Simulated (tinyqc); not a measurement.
Frequency dispersion of an accumulation capacitance by border traps, distributed model: capacitance and loss against frequency.

Traps spread evenly through the insulator exchange electrons with the semiconductor by tunnelling, with tau(x) = t0 exp(2 ka x) at depth x from the interface. The admittance per area Y seen at depth x obeys dY/dx = -Y^2/(i w eps0 eox) + q Nb ln(1 + i w tau)/tau, with Y(0) = i w Cs and w = 2 pi f; the gate sees Y(tox) = G + i w C. Working variable y = Y/(i w), in uF/cm^2. Cox = eps0 eox/tox.

Cox; trap-free value 1/(1/Cox + 1/Cs); response depth d = ln(1/(w t0))/(2 ka), where w tau = 1; lumped estimate: all traps within d act as C_bt = q Nb d placed at d/2, so C = 1/{1/[1/(1/Cs + d/(2 eps0 eox)) + C_bt] + (tox - d/2)/(eps0 eox)}. C and G from a fine integration; dispersion -d C/d log10 f over C, from f times and over 1.1. For a broad spread of time constants G/w is close to -(pi/2) dC/d ln w.

Values chosen for this exercise; permittivity close to that of hafnium oxide:
- eox = 18.9 (relative permittivity of the insulator)
- tox = 7.1 nm (insulator thickness)
- Cs = 2.1 uF/cm^2 (semiconductor capacitance in accumulation)
- Nb = 5e19 cm^-3 eV^-1 (density of border traps)
- ka = 6 1/nm (decay constant of the wave function in the insulator)
- t0 = 3e-10 s (time constant of a trap at the interface)

Constants: q = 1.602176634e-19 C, eps0 = 8.8541878128e-14 F/cm where lengths are in cm. Results are converted to the units shown.

The same in every row: trap-free C (uF/cm^2) = 1.111.

Result of one run:
```
f (Hz)  d (nm)  C (uF/cm^2)  G/w (uF/cm^2)  dispersion (% a decade)  -(pi/2) dC/d ln w (uF/cm^2)  lumped C (uF/cm^2)
1e5     0.7147        1.285        0.02798                    3.190                      0.02796               1.266
```

What becomes of these results when the frequency f is changed from 1e5 to 1000 Hz, all else the same?

Result of the changed run:
```
f (Hz)  d (nm)  C (uF/cm^2)  G/w (uF/cm^2)  dispersion (% a decade)  -(pi/2) dC/d ln w (uF/cm^2)  lumped C (uF/cm^2)
1000     1.098        1.367        0.02803                    3.004                      0.02802               1.346
```

The whole series:
```
f (Hz)  d (nm)  C (uF/cm^2)  G/w (uF/cm^2)  dispersion (% a decade)  -(pi/2) dC/d ln w (uF/cm^2)  lumped C (uF/cm^2)
10       1.482        1.450        0.02847                    2.877                      0.02845               1.425
100      1.290        1.408        0.02820                    2.935                      0.02819               1.386
1000     1.098        1.367        0.02803                    3.004                      0.02802               1.346
10000   0.9066        1.326        0.02796                    3.089                      0.02794               1.306
1e5     0.7147        1.285        0.02798                    3.190                      0.02796               1.266
1e6     0.5228        1.244        0.02810                    3.310                      0.02809               1.225
1e7     0.3309        1.203        0.02821                    3.455                      0.02834               1.183
```

C falls from 1.450 to 1.203 uF/cm^2, towards the trap-free 1.111; each decade of frequency removes ln 10/(2 ka) = 0.192 nm from the response depth. The dispersion rises from 2.88 to 3.45 % a decade and G/w goes from 0.0285 through a minimum of 0.0280 (at f = 10000 Hz among the rows listed) to 0.0282 uF/cm^2. G/w lies between 0.995 and 1.00 times -(pi/2) dC/d ln w, the relation for a broad spread of time constants.

Program tinyqc, `OMP_NUM_THREADS=1 python tinyqc.py 2202136 2202137 out.jsonl`; Intel Xeon 2.30GHz, shared host, one thread, about 0.6 s.
